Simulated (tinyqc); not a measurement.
What each parameter does: five-level k.p model folded onto the conduction band.

Second-order sums for the lowest conduction level at E: 1/m = 1 + Cm + (Ep/3)(2/E + 1/(E + Dso)) - (Ep2/3)(2/(E7 + D2 - E) + 1/(E7 - E)); g/2 = 1 + Cg - (Ep/3)(1/E - 1/(E + Dso)) - (Ep2/3)(1/(E7 - E) - 1/(E7 + D2 - E)). E is counted from the top of the valence band; E = Eg at the edge.

Parameters, chosen for this exercise (near those of InAs; shifted at random, so the results belong to these values and not to a real crystal):
```
symbol  value  unit  meaning
Eg      0.416  eV    gap at Gamma to the s-like level
Dso     0.393  eV    spin-orbit splitting
Ep      21.3   eV    Kane energy
E7      4.36   eV    upper Gamma7 conduction level, from the valence top
D2      0.15   eV    its spin-orbit splitting, Gamma8 above Gamma7
Ep2     4.8    eV    Kane energy to the upper levels
Cm      -2           remote term in 1/m
Cg      -0.02        remote term in g/2
```

Mass and g at E = Eg. Each row changes one parameter from the base and keeps the others.

Results:
```
case,m (m0),g
base,0.02456,-14.6518
Eg = 0.374 eV,0.02220,-17.5233
Dso = 0.354 eV,0.02429,-13.7628
Ep = 23.43 eV,0.02221,-16.3100
E7 = 4.796 eV,0.02449,-14.6463
D2 = 0.135 eV,0.02456,-14.6489
Ep2 = 5.28 eV,0.02463,-14.6548
```

The largest shifts from the base row, up to three for each result and ties (the steps differ in size, so this ranks the rows, not the parameters). m (m0): Eg -0.00236, Ep -0.00234, Dso -0.00027; unchanged at the printed digits by D2. g: Eg -2.8715, Ep -1.6582, Dso +0.8890.

tinyqc: `OMP_NUM_THREADS=1 python tinyqc.py 1050812 1050813 out.jsonl`; about 0.01 s, one thread, shared Intel(R) Xeon(R) Processor @ 2.30GHz.
